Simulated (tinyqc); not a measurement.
From results back to parameters: three-band tight binding of a dichalcogenide monolayer. Three cases, with inputs chosen for the exercise.

Problem. In the three-band model the dz2 level is e1 + 6 t0 at Gamma and e1 - 3 t0 at K; without spin-orbit coupling the other levels are e2 + 3 s at Gamma (twofold) and e2 - 3s/2 -/+ 3 sqrt3 t12 at K, s = t11 + t22, t12 > 0. The levels below come from hidden values.

Find: e1, t0, e2, t11 + t22, t12.

Method. The dz2 levels differ by 9 t0. The level at Gamma lies 9s/2 above the mean of the two at K, whose splitting is 6 sqrt3 t12. t1, t2 and t11 - t22 need masses or other points.

Case 1.

dz2 levels (eV): Gamma -0.4290, K 1.1280

other levels (eV): Gamma 3.34000, K lower -0.00686, K upper 2.52886

Solution.

e1, t0, e2, t11 + t22, t12 (eV): 0.609  -0.173  1.954  0.462  0.244

Case 2.

dz2 levels (eV): Gamma -0.1280, K 1.7620

other levels (eV): Gamma 2.94300, K lower -0.02465, K upper 3.90365

Solution.

e1, t0, e2, t11 + t22, t12 (eV): 1.132  -0.210  2.274  0.223  0.378

Case 3.

dz2 levels (eV): Gamma -0.0550, K 1.5830

other levels (eV): Gamma 2.92100, K lower -0.10017, K upper 3.48517

Solution.

e1, t0, e2, t11 + t22, t12 (eV): 1.037  -0.182  2.102  0.273  0.345

Computed by tinyqc, one run a case: `OMP_NUM_THREADS=1 python tinyqc.py N N+1 out.jsonl` with N = 1480052, 1480271, 1480293; one thread of a shared Intel(R) Xeon(R) Processor @ 2.30GHz, about 0.02 s a run at most.
